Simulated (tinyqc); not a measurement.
Band gaps under pressure and temperature from deformation potentials: sweeps and comparisons. A value that a table varies takes the place of the one given here.

Murnaghan: V/V0 = (1 + Bp P/B0)^(-1/Bp), B0 = (C11 + 2 C12)/3. Each gap moves by a ln(V/V0) with its volume potential a, and falls with temperature by aV T^2/(T + bV) (Varshni); the two effects are added. No change of phase is considered.

Constants: hc = 1239.841984 eV nm.

Inputs chosen for the exercise (near those of InAs, the X and L potentials typical of such crystals; not measured data):

| symbol | value | unit | meaning |
|---|---|---|---|
| Eg | 0.425 | eV | gap at Gamma to the s-like level at 0 K, 0 GPa |
| EgX | 1.418 | eV | gap to X at 0 K, 0 GPa |
| EgL | 1.112 | eV | gap to L at 0 K, 0 GPa |
| C11 | 82.8 | GPa |  |
| C12 | 44.7 | GPa |  |
| Bp | 3.82 |  | pressure derivative of the bulk modulus |
| aG | -6.17 | eV | volume potential of the Gamma gap |
| aX | 1.14 | eV | volume potential of the X gap |
| aL | -3.93 | eV | volume potential of the L gap |
| aV | (0.288, 0.266, 0.272) | meV/K | Varshni alpha of Gamma, X, L |
| bV | (92, 92, 86) | K | Varshni beta of Gamma, X, L |
| T | 500 | K | temperature |
| P | 1.1 | GPa | pressure |

## Gaps against pressure

The last column is the linear form E0 + c1 P for Gamma, c1 = -aG/B0.

Gaps (eV):

| P (GPa) | ln(V/V0) | Gamma | X | L | lowest | Gamma, linear |
|---|---|---|---|---|---|---|
| 0.00 | 0.0000 | 0.303 | 1.306 | 0.996 | Gamma | 0.303 |
| 0.75 | -0.0128 | 0.382 | 1.291 | 1.046 | Gamma | 0.384 |
| 1.50 | -0.0249 | 0.457 | 1.277 | 1.094 | Gamma | 0.465 |
| 2.25 | -0.0365 | 0.529 | 1.264 | 1.140 | Gamma | 0.545 |
| 3.00 | -0.0477 | 0.597 | 1.251 | 1.183 | Gamma | 0.626 |
| 3.75 | -0.0583 | 0.663 | 1.239 | 1.225 | Gamma | 0.706 |
| 4.50 | -0.0686 | 0.726 | 1.227 | 1.265 | Gamma | 0.787 |
| 5.25 | -0.0784 | 0.787 | 1.216 | 1.304 | Gamma | 0.868 |
| 6.00 | -0.0880 | 0.846 | 1.205 | 1.342 | Gamma | 0.948 |

Over 6 GPa Gamma moves by +0.543, L by +0.346 and X by -0.100 eV. Gamma stays lowest. The linear form overshoots by 102 meV at the end, because the crystal stiffens; the gap is linear in ln V, not in P.

## Gaps against temperature

At the pressure P; wavelength hc/E of the lowest gap.

Gaps (eV):

| T (K) | Gamma | X | L | lowest | wavelength (nm) |
|---|---|---|---|---|---|
| 0 | 0.5391 | 1.3969 | 1.1847 | Gamma | 2299.8 |
| 50 | 0.5340 | 1.3922 | 1.1797 | Gamma | 2321.6 |
| 100 | 0.5241 | 1.3831 | 1.1701 | Gamma | 2365.6 |
| 200 | 0.4997 | 1.3605 | 1.1466 | Gamma | 2481.4 |
| 300 | 0.4730 | 1.3358 | 1.1213 | Gamma | 2621.3 |
| 400 | 0.4455 | 1.3104 | 1.0951 | Gamma | 2783.3 |
| 500 | 0.4175 | 1.2846 | 1.0686 | Gamma | 2969.7 |
| 600 | 0.3893 | 1.2585 | 1.0419 | Gamma | 3184.9 |

From 0 to 100 K the Gamma gap falls by 15.0 meV, from 500 to 600 K by 28.2 meV: quadratic below bV, linear with a slope tending to aV = 0.288 meV/K above. Gamma stays lowest. A pressure of 0.62 GPa, with the slope -aG/B0 at zero pressure, would undo the fall of the Gamma gap from 0 to 300 K.

## What each parameter does

Gaps at P and T. Each row changes one parameter from the base and keeps the others.

Results:

| case | Gamma (eV) | X (eV) | L (eV) |
|---|---|---|---|
| base | 0.4175 | 1.2846 | 1.0686 |
| T = 550 K | 0.4034 | 1.2716 | 1.0553 |
| C11 = 74.52 GPa | 0.4230 | 1.2836 | 1.0722 |
| C12 = 49.17 GPa | 0.4120 | 1.2856 | 1.0652 |
| Bp = 4.202 | 0.4171 | 1.2847 | 1.0684 |
| aG = -6.787 eV | 0.4289 | 1.2846 | 1.0686 |
| aX = 1.026 eV | 0.4175 | 1.2867 | 1.0686 |
| aL = -4.323 eV | 0.4175 | 1.2846 | 1.0759 |
| P = 1.21 GPa | 0.4285 | 1.2826 | 1.0756 |

The largest shifts from the base row, up to three for each result and ties (the steps differ in size, so this ranks the rows, not the parameters). Gamma (eV): T -0.0141, aG +0.0114, P +0.0110; unchanged at the printed digits by aX and aL. X (eV): T -0.0130, aX +0.0021, P -0.0020; unchanged at the printed digits by aG and aL. L (eV): T -0.0133, aL +0.0073, P +0.0070; unchanged at the printed digits by aG and aX.

tinyqc: `OMP_NUM_THREADS=1 python tinyqc.py 1050573 1050574 out.jsonl`; about 0.01 s, one thread, shared Intel(R) Xeon(R) Processor @ 2.30GHz.
